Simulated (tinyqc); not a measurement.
Kinetic Monte Carlo and master equation for a particle on a ring of sites with traps and bias: one step, computed by the program tinyqc. Command: `OMP_NUM_THREADS=1 python tinyqc.py 3005766 3005767 out.jsonl kmc walk`. One thread of a shared host (Intel(R) Xeon(R) Processor @ 2.30GHz), about 0.06 s of CPU time with the checks.

7 sites on a ring, numbered 1 to 7. The saddle between i and i+1 lies at E0 + s b_i and site i at s eps_i; a force F tilts the landscape, with the saddle half-way.

Problem. Steady state. Master equation dP/dt = W P, W_(i+1,i) = k right, W_(i-1,i) = k left, columns summing to zero. The steady state is its null vector; drift v = a sum P_i (k right - k left). D = a^2 lambda''(0)/2, where lambda(q) is the leading eigenvalue of W with right hops weighted by exp(q) and left hops by exp(-q). The slowest relaxation rate is minus the real part of the next eigenvalue of W. 1 angstrom = 1e-8 cm.

Inputs (values chosen for the exercise, for a model defect): temperature T = 390 K; site spacing a = 2.9 angstrom.

Disorder: random barriers.

Rates, shares of right hops and mean stays:
```
site  k right (1/s)  k left (1/s)  share right  mean stay (s)
1      7.730715e+06        967060    0.8888153   1.149719e-07
2      2.672306e+06       5765059    0.3167228   1.185204e-07
3      2.275645e+06       1992830    0.5331284   2.342757e-07
4      1.746201e+06       1697027    0.5071408   2.904252e-07
5      1.172559e+07       1302202    0.9000443   7.675897e-08
6      1.695008e+06       8744175    0.1623698   9.579294e-08
7      1.296789e+06       1264025    0.5063970   3.905008e-07
```

Constants: k_B = 8.617333262e-05 eV/K.

Give: occupations P_i; drift velocity v; diffusivity D; slowest relaxation rate.

Solution.

occupations P_i: 0.1167  0.1416  0.1468  0.1463  0.1303  0.1649  0.1532

drift velocity v = 0.01743 cm/s

diffusivity D = 1.753e-09 cm^2/s

slowest relaxation rate = 1.542e+06 1/s
